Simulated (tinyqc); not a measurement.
Six-band Luttinger-Kohn model with strain, step by step. Values are carried at full precision from step to step, so a last printed digit may differ when a step is redone from the rounded ones.

Constants: hbar^2/2m0 = 3.80998211 eV angstrom^2.

Inputs chosen for the exercise (near those of Si; shifted at random, so the results belong to these values and not to a real crystal): C11 = 164.3 GPa; C12 = 63.8 GPa; C44 = 79.5 GPa; load = uniaxial [001] (kind of stress); X = -0.32 GPa (stress); Dso = 0.044 eV (spin-orbit splitting); g1 = 4.28 (Luttinger gamma1); g2 = 0.34 (gamma2); g3 = 1.45 (gamma3); av = 2.47 eV (valence hydrostatic potential); b = -2.12 eV (tetragonal shear potential); d = -4.79 eV (trigonal shear potential); k = (0.05, 0.01, 0) 1/angstrom (wave vector); kmax = 0.1 1/angstrom (end of the path).

## Strain from a uniaxial [001] stress

s11 = (C11 + C12)/((C11 - C12)(C11 + 2 C12)), s12 = -C12/((C11 - C12)(C11 + 2 C12)), s44 = 1/C44; exx = s11 sxx + s12 (syy + szz) and cyclic, exy = s44 sxy/2; tension is positive. A uniaxial stress X along the unit vector n is s_ij = X n_i n_j.

s11, s12, s44 (1/TPa): 7.7754  -2.1748  12.5786

strain tensor:
```
          x         y          z
x  0.000696  0.000000   0.000000
y  0.000000  0.000696   0.000000
z  0.000000  0.000000  -0.002488
```

The volume changes by -0.110 %; there is no shear in the cubic axes, so d does not enter.

## The terms P, Q, R, S at one k

P = c g1 k^2 - av tr(e); Q = c g2 (kx^2 + ky^2 - 2 kz^2) - (b/2)(exx + eyy - 2 ezz); R = c sqrt3 [-g2 (kx^2 - ky^2) + 2i g3 kx ky] + (sqrt3/2) b (exx - eyy) - i d exy; S = 2 c sqrt3 g3 (kx - i ky) kz - d (exz - i eyz); c = hbar^2/2m0, e the strain tensor (not engineering shear).

Form the four terms.

Terms (eV):

| term | from k | from strain |
|---|---|---|
| P | 0.04240 | 0.00271 |
| Q | 0.00337 | 0.00675 |
| R | -0.00538+0.00957i | 0.00000 |
| S | 0.00000 | 0.00000 |

## The Hamiltonian

Six-band Luttinger-Kohn model in the basis |3/2,3/2>, |3/2,1/2>, |3/2,-1/2>, |3/2,-3/2>, |1/2,1/2>, |1/2,-1/2>, electron energies, zero at the top of the unstrained valence band. H = -[rows: (P+Q, -S, R, 0, -S/r2, r2 R); (-S*, P-Q, 0, R, -r2 Q, r32 S); (R*, 0, P-Q, S, r32 S*, r2 Q); (0, R*, S*, P+Q, -r2 R*, -S*/r2); (-S*/r2, -r2 Q, r32 S, -r2 R, P+Dso, 0); (r2 R*, r32 S*, r2 Q, -S/r2, 0, P+Dso)], r2 = sqrt(2), r32 = sqrt(3/2). Levels are twofold.

Each term is the sum of its two parts.

H(k) (eV), lower triangle (Hermitian):
```
                 3/2,3/2         3/2,1/2  3/2,-1/2         3/2,-3/2  1/2,1/2  1/2,-1/2
3/2,3/2          -0.0552
3/2,1/2                0         -0.0350
3/2,-1/2  0.0054+0.0096i               0   -0.0350
3/2,-3/2               0  0.0054+0.0096i         0          -0.0552
1/2,1/2                0          0.0143         0  -0.0076+0.0135i  -0.0891
1/2,-1/2  0.0076+0.0135i               0   -0.0143                0        0   -0.0891
```

## Levels and their make-up

Diagonalise H. The weights add +m and -m and are averaged over each pair; m is taken along z.

levels from the top, each twofold (eV): -0.0292  -0.0503  -0.0998

weights:
```
               top  second  third
|3/2,+-3/2>  0.096   0.764  0.140
|3/2,+-1/2>  0.883   0.049  0.068
|1/2,+-1/2>  0.021   0.187  0.793
```

The top pair is 88 % |3/2,+-1/2>, the second pair is 76 % |3/2,+-3/2> and the third pair is 79 % |1/2,+-1/2>.

## Band edges at k = 0
Diagonalise H at k = 0. The weights add +m and -m (m along z) and are averaged over each pair.

edges from the top (eV): 0.0058  -0.0095  -0.0484

weights at k = 0:
```
               top  second  third
|3/2,+-3/2>  0.000   1.000  0.000
|3/2,+-1/2>  0.968   0.000  0.032
|1/2,+-1/2>  0.032   0.000  0.968
```

The stress splits the top two pairs by 15.2 meV, 0.59 times kT at 300 K (25.85 meV); the third lies 54.2 meV below the top, against Dso = 44 meV without stress.

## The edges in closed form

With R = S = 0: P = -av tr(e), Q = -(b/2)(exx + eyy - 2 ezz), W = sqrt(Dso^2 + 2 Dso Q + 9 Q^2); E(HH) = -P - Q, E(LH) and E(SO) = -P + (Q - Dso +/- W)/2. Without the coupling to the split-off band E(LH) = -P + Q.

P = 0.00271 eV
Q = 0.00675 eV
W = 0.05422 eV

E(HH), E(LH), E(SO) (eV): -0.0095  0.0058  -0.0484

E(LH) without the coupling = 0.0040 eV

The light-hole edge is on top. The coupling raises the light-hole edge by 1.7 meV; to lowest order it is 2 Q^2/Dso = 2.1 meV, with |Q|/Dso = 0.15.

## Hole masses at the edges

Curvature at k = 0: m/m0 = -2 c h^2/(E(h u) + E(-h u) - 2 E(0)) with h = 0.0002 1/angstrom along the unit vector u.

Hole masses (m0):

| direction | top | second | third |
|---|---|---|---|
| [110] | 0.264 | 0.216 | 0.225 |
| [1-10] | 0.264 | 0.216 | 0.225 |
| [100] | 0.264 | 0.216 | 0.225 |
| [001] | 0.190 | 0.278 | 0.252 |

Of the directions listed, the top pair is lightest along [001] (0.190) and heaviest along [110], [1-10] and [100] (0.264). These masses hold only for hole energies well below the splitting of 15 meV.

## Bands along [110] and [001]

Six points from 0 to kmax in each direction.

Levels (eV):

| direction | \|k\| (1/angstrom) | top | second | third | top, no stress | second, no stress |
|---|---|---|---|---|---|---|
| [110] | 0.000 | 0.0058 | -0.0095 | -0.0484 | 0.0000 | 0.0000 |
| [110] | 0.020 | 0.0005 | -0.0160 | -0.0561 | -0.0025 | -0.0099 |
| [110] | 0.040 | -0.0111 | -0.0314 | -0.0879 | -0.0079 | -0.0337 |
| [110] | 0.060 | -0.0207 | -0.0559 | -0.1517 | -0.0132 | -0.0640 |
| [110] | 0.080 | -0.0268 | -0.0930 | -0.2455 | -0.0180 | -0.1028 |
| [110] | 0.100 | -0.0320 | -0.1418 | -0.3676 | -0.0228 | -0.1522 |
| [001] | 0.000 | 0.0058 | -0.0095 | -0.0484 | 0.0000 | 0.0000 |
| [001] | 0.020 | -0.0022 | -0.0149 | -0.0545 | -0.0055 | -0.0075 |
| [001] | 0.040 | -0.0259 | -0.0314 | -0.0731 | -0.0219 | -0.0294 |
| [001] | 0.060 | -0.0588 | -0.0637 | -0.1057 | -0.0494 | -0.0636 |
| [001] | 0.080 | -0.0972 | -0.1120 | -0.1560 | -0.0878 | -0.1075 |
| [001] | 0.100 | -0.1466 | -0.1675 | -0.2272 | -0.1372 | -0.1603 |

## Checks

- Levels against the same model in the basis X, Y, Z times spin: they agree to 1e-10 or better.
- Closed-form edges against the diagonalisation: they agree to 1e-10 or better.

tinyqc: `OMP_NUM_THREADS=1 python tinyqc.py 1081249 1081250 out.jsonl`; about 0.04 s, one thread, shared Intel(R) Xeon(R) Processor @ 2.30GHz.
